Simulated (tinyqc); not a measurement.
Inside a calculation. Model: ion-assisted plasma etching: sheath, surface coverage, synergy and aspect-ratio dependence. Computed by tinyqc, a small Python program that keeps every step. Command: `OMP_NUM_THREADS=1 python tinyqc.py 3011497 3011498 out.jsonl etch walk`. One thread of a shared host (Intel(R) Xeon(R) Processor @ 2.30GHz), about 0.05 s of CPU time with the checks. Intermediate numbers are printed to about 6 digits and carried at full precision; extremes and crossings named in words are read from the listed rows.

Radicals adsorb on bare sites; ions remove covered sites with a high yield and bare sites by sputtering; a slow spontaneous reaction acts everywhere, walls included.

Inputs (values chosen for the exercise, close to those used for silicon in a halogen plasma):
```
quantity,value,unit
plasma density n_e,5.6e+10,1/cm^3
electron temperature T_e,3.2,eV
ion mass M_i,80,u
sheath voltage V,87,V
radical density n,1.1e+13,1/cm^3
radical mass M_n,80,u
gas temperature T_g,600,K
sticking coefficient s,0.37,-
radicals per removed unit x,4,-
yield slope b,0.19,eV^(-1/2)
threshold E_th,29,eV
sputter slope b_p,0.014,eV^(-1/2)
sputter threshold E_p,36,eV
spontaneous reaction probability k_c,0.00045,-
solid density N,5e+22,1/cm^3
ion temperature T_i,0.61,eV
aspect ratio A,27,-
```

Feature: long trench.

Constants: e = 1.602176634e-19 C; u = 1.6605390666e-27 kg; k_B = 1.380649e-23 J/K; eps_0 = 8.8541878128e-12 F/m.

## Fluxes

Bohm speed u_B = sqrt(e T_e/M_i); ion flux G_i = 0.61 n_e u_B; radical flux G_n = n c/4 with c = sqrt(8 k_B T_g/(pi M_n)).

Bohm speed = 196454 cm/s

ion flux G_i = 6.71087e+15 1/(cm^2 s)

radical speed c = 39849.0 cm/s

radical flux G_n = 1.09585e+17 1/(cm^2 s)

flux ratio G_n/G_i = 16.3295

## Sheath and ion angles

Debye length lambda_D = sqrt(eps_0 T_e/(e n_s)) with n_s = 0.61 n_e, T_e in volts; Child-law sheath d = (sqrt2/3) lambda_D (2 V/T_e)^(3/4); ion energy E = V + T_e/2; angular spread = arctan(sqrt(T_i/E)).

Debye length = 71.9507 um

sheath thickness = 679.170 um

ion energy E = 88.6 eV

angular spread = 4.74326 degrees

## Yields

Yields: Y = b (sqrt(E) - sqrt(E_th)) on covered sites, Y_p = b_p (sqrt(E) - sqrt(E_p)) on bare ones (zero below threshold).

yield Y = 0.765243

sputter yield Y_p = 0.0477786

## Open-field etch rate

Steady coverage: s G_n (1 - theta) = x Y G_i theta; removal flux = Y G_i theta + Y_p G_i (1 - theta) + k_c G_n; rate = flux/N, 1 cm/s = 6e8 nm/min. Lateral rate = k_c G_n/N; anisotropy = 1 - lateral/vertical; synergy = vertical/(ions alone + radicals alone), with ions alone Y_p G_i/N and radicals alone the lateral rate.

coverage theta = 0.663736

vertical rate = 42.7885 nm/min

lateral rate = 0.591758 nm/min

anisotropy = 0.986170

synergy = 9.63838

Ions and radicals both limit the rate.

## Rate at the floor of the feature

Transmission of a long trench, rough form: K = (1 + ln(1 + A))/(1 + A + ln(1 + A)), walls that scatter diffusely without loss. With a loss probability S = s (1 - theta) at the floor, G_b/G_n = K/(K + S - K S); theta follows G_b, and the two are solved together. Ions are taken to reach the floor unshadowed; G_b replaces G_n in every term of the rate; A is depth over width.

transmission K = 0.138267

G_b/G_n = 0.450269

coverage at the floor = 0.470553

rate at the floor = 31.3015 nm/min

floor rate over open-field rate = 0.731541

The lag is 27 %. Caution: at this aspect ratio many ions strike the walls, so ion shadowing, left out here, adds to the lag. Caution: the trench transmission is an interpolation between the limits 1 and ln(A)/A, good to tens of per cent.

## Etch lag against aspect ratio

The formulas are those given above.

Floor of the feature:
```
A,K,G_b/G_n,theta,rate (nm/min),relative rate
0.5,0.737597,0.956406,0.653716,42.1838,0.985867
1.0,0.628687,0.928375,0.646952,41.7764,0.976346
2.0,0.512030,0.886331,0.636296,41.1358,0.961375
5.0,0.358296,0.794954,0.610762,39.6064,0.925633
10.0,0.253614,0.683226,0.574212,37.4286,0.874734
20.0,0.168210,0.527275,0.509987,33.6255,0.785854
50.0,0.089781,0.297261,0.369781,25.3886,0.593351
100.0,0.053166,0.168141,0.249185,18.3444,0.428724
```

K falls by a factor 13.9 over the rows and the rate by 2.30. Among these rows the rate stays within 10 % of the open-field value up to A = 5, with an open-field coverage of 0.66. Caution: rows with A above about 1/(2 tan(ion spread)) or 1/sqrt(k_c), often 10 to 30, are formal: ion shadowing, radical loss on the walls, redeposition of sputtered material and, in fluorocarbon plasmas, polymer growth are left out and add to the lag.

## Yield per ion against the flux ratio

The ion flux is fixed and the radical flux set by the ratio; the removal per ion is the removal flux over G_i.

Open field:
```
G_n/G_i,theta,rate (nm/min),removal per ion
0.3,0.034994,5.880,0.07302
1,0.107841,10.115,0.12560
3,0.266125,19.332,0.24006
10,0.547259,35.829,0.44492
30,0.783845,50.223,0.62366
100,0.923592,60.834,0.75542
300,0.973164,70.946,0.88099
1000,0.991795,97.390,1.20936
3000,0.997250,170.182,2.11327
```

Coverage reaches one half at G_n/G_i = x Y/s = 8.27. Below that the ion-assisted part follows the radical flux, on top of the sputter floor Y_p = 0.0478; above it the ion-assisted part saturates at Y = 0.765 per ion, and the further rise to 2.11 comes from the spontaneous reaction, which costs anisotropy.

Checks made by the program: series form 1/R = 1/(Y G_i) + x/(s G_n) of the ion-assisted part (relative difference below 1e-10).
